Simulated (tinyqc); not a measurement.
Conduction-band offset of an n-N heterojunction from carrier-profile moments: two steps of the calculation.

Layer 1 (x < 0) accumulates electrons and layer 2 (x > 0) is depleted. Boltzmann statistics. The bands bend down by V1 in layer 1 and up by V2 in layer 2, with V1 + V2 = VD = dE + Vt ln[(N2/Nc2)/(N1/Nc1)].

Inputs (values chosen for the exercise); values of the order of III-V alloys:

| symbol | value | unit | meaning |
|---|---|---|---|
| T | 350 | K | temperature |
| eps_r | 12.4 |  | relative permittivity of both layers |
| Nc1 | 7.9e17 | cm^-3 | density of states of the narrow-gap layer 1 |
| Nc2 | 6.9e17 | cm^-3 | density of states of the wide-gap layer 2 |
| dE | 0.18 | eV | conduction-band offset |
| N1 | 3.1e16 | cm^-3 | donor density in layer 1 |
| N2 | 1.4e16 | cm^-3 | donor density in layer 2 |
| si | 0 | cm^-2 | fixed charge at the interface |

Constants: q = 1.602176634e-19 C, kB = 1.380649e-23 J/K, Vt = kB T/q, eps0 = 8.8541878128e-14 F/cm where lengths are in cm. Results are converted to the units shown.

Task 1. Division of the diffusion potential. Sheet densities from the first integral: Q1 = sqrt((2 eps0 eps_r Vt N1/q)(exp(u1) - u1 - 1)) extra electrons, Q2 = sqrt((2 eps0 eps_r Vt N2/q)(exp(-u2) + u2 - 1)) missing ones, u = V/Vt; neutrality Q1 = Q2 + si. Q1 - Q2 rises steadily with V1, so V1 follows by bisection.

Find: VD; V1; V2; Q1; n at x = 0-; n at x = 0+.

Result 1.

VD = 0.1601 V
V1 = 0.03919 V
V2 = 0.1209 V
Q1 = 1.324e11 cm^-2
n at x = 0- = 1.137e17 cm^-3
n at x = 0+ = 2.541e14 cm^-3

n drops across the interface by 447 = (Nc1/Nc2) exp(dE/Vt).

Task 2. Offset from the moments. A C-V profile smears n(x) but keeps its zeroth and first moments: si = -int (N - n) dx, VD = (q/(eps0 eps_r)) int (N - n) x dx, dE = VD - Vt ln[(N2/Nc2)/(N1/Nc1)]. Use the trapezoidal rule on each side.

```
left point  -x (nm)  n in layer 1 (cm^-3)
0                 0            1.13659e17
1             0.597            1.09472e17
2              3.62            9.23030e16
3              10.4            6.89591e16
4              21.9            5.04080e16
5              39.2            3.93587e16
6                63            3.40108e16
7                94            3.18675e16
8               133            3.11888e16
9               181            3.10293e16
```

```
right point  x (nm)  n in layer 2 (cm^-3)
0                 0            2.54062e14
1              20.9            8.39144e14
2              51.4            2.93896e15
3              87.1            6.88492e15
4               127            1.06840e16
5               169            1.27527e16
6               215            1.36068e16
7               262            1.38827e16
8               312            1.39680e16
9               364            1.39917e16
```

Wanted: si; VD; dE.

Result 2.

si = 5.371e9 cm^-2
VD = 0.1587 V
dE = 0.1786 eV

On these few points dE comes out -1.4 meV from the true 0.18 eV, and si misses by 5.4e9 cm^-2, 4.1 % of Q1.

Numbers from tinyqc (`OMP_NUM_THREADS=1 python tinyqc.py 2410098 2410099 out.jsonl`; about 0.07 s on one thread of a shared Intel Xeon 2.30GHz).
